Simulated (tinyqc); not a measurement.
Worked calculation: Kronig-Penney superlattice by transfer matrices. Values are carried at full precision from step to step, so a last printed digit may differ when a step is redone from the rounded ones.

Wells (width a, potential 0, mass mw) alternate with barriers (width b, height V0, mass mb); period d = a + b; c = hbar^2/2m0. The vector (psi, psi'/m) is continuous, and a layer of thickness t carries it by M = [[cos kt, (m/k) sin kt], [-(k/m) sin kt, cos kt]] with k = sqrt(m (E - V)/c); for E < V, k = i kappa gives [[cosh, (m/kappa) sinh], [(kappa/m) sinh, cosh]] of kappa t. A Bloch state obeys cos(q d) = tr(Mb Mw)/2.

Constants: hbar^2/2m0 = 3.80998211 eV angstrom^2; hbar = 6.58211957e-16 eV s.

Inputs chosen for the exercise (near those of the light valleys of a Si film between layers of SiO2; shifted at random, so the results belong to these values and not to a real crystal):
- a = 18 angstrom (well width)
- b = 6 angstrom (barrier width)
- V0 = 3.096 eV (barrier height)
- mw = 0.195 m0 (mass in the wells)
- mb = 0.487 m0 (mass in the barriers)
- E = 0.409 eV (trial energy)
- F = 40 kV/cm (field along the axis)

## Layer matrices at one energy

Form the matrix of the well and of the barrier at E.

k in the well = 0.14468 1/angstrom
kappa in the barrier = 0.58605 1/angstrom

Mw (angstrom units):
```
           1          2
1  -0.859094   0.689814
2  -0.379750  -0.859094
```

Mb (angstrom units):
```
         1        2
1  16.8450  13.9732
2  20.2354  16.8450
```

## The matrix of one period

Multiply M = Mb Mw and take half the trace. If its size is at most 1, E lies in a miniband and q d = arccos(tr M/2); otherwise the state decays by exp(-arccosh|tr M/2|) a period.

M:
```
         1         2
1  -19.778  -0.38440
2  -23.781  -0.51277
```

tr M/2 = -10.1453
q d in a band, or the decay exponent in a gap = 3.008

E lies in a gap; det M = 1.0000, as for any such product.

## Miniband edges

The edges are the energies where tr M/2 = +1 (q = 0) or -1 (q = pi/d); the first three minibands.

Minibands:

| band | bottom (eV) | top (eV) | width (meV) |
|---|---|---|---|
| 1 | 0.2833 | 0.3001 | 16.8 |
| 2 | 1.1708 | 1.2525 | 81.7 |
| 3 | 2.6346 | 2.9398 | 305.2 |

3 minibands of these lie wholly below V0. The first gap is 870.8 meV wide; the single well of width a has E1 = 0.2916 eV, inside the first miniband.

## Dispersion along the axis

Solve tr M/2 = cos(q d) inside each miniband at q d/pi = 0, 1/6, ..., 1. The cosine form is E_bottom + (W/2)(1 - cos q d) with the true width W.

Energies (eV):

| q d/pi | band 1 | cosine form | band 2 |
|---|---|---|---|
| 0.000 | 0.2833 | 0.2833 | 1.2525 |
| 0.167 | 0.2843 | 0.2844 | 1.2467 |
| 0.333 | 0.2873 | 0.2875 | 1.2310 |
| 0.500 | 0.2915 | 0.2917 | 1.2103 |
| 0.667 | 0.2957 | 0.2959 | 1.1902 |
| 0.833 | 0.2989 | 0.2989 | 1.1760 |
| 1.000 | 0.3001 | 0.3001 | 1.1708 |

The cosine form, which holds for hopping between neighbouring wells alone, misses band 1 by at most 0.2 meV, 1 % of its width.

## Mass along the axis

With f(E) = tr M/2, 1 - (q d)^2/2 = 1 + f'(E_bottom)(E - E_bottom) gives m_z = -2 c f'/d^2 (f' by a central difference of 1e-6 eV at the bottom of band 1). The cosine form gives 4 c/(W d^2), W the width of band 1 between tr M/2 = +1 and -1.

f' = -124.3 1/eV
m_z = 1.645 m0
m_z of the cosine form = 1.574 m0
W = 16.81 meV

The mass along the axis is 8.43 times mw.

## In a field along the axis

One-band picture: ladder spacing e F d, Bloch frequency e F d/(2 pi hbar), and extent W/(e F) of a Stark state, with W the width of band 1; 1 kV/cm = 1e-5 V/angstrom.

e F d = 9.600 meV
Bloch frequency = 2.321 THz
W/(e F d) = 1.75 periods

The state spreads over about 2 periods.

## Checks

- Bottom of band 1 from 121 plane waves (the mass step taken by inverting the matrix of m) against the transfer matrix, eV: both 0.2833.

Computed by tinyqc, a small Python program: `OMP_NUM_THREADS=1 python tinyqc.py 1250855 1250856 out.jsonl` (the numbers bound the seed that draws the inputs); one thread of a shared host (Intel(R) Xeon(R) Processor @ 2.30GHz), about 0.08 s for the whole set of steps.
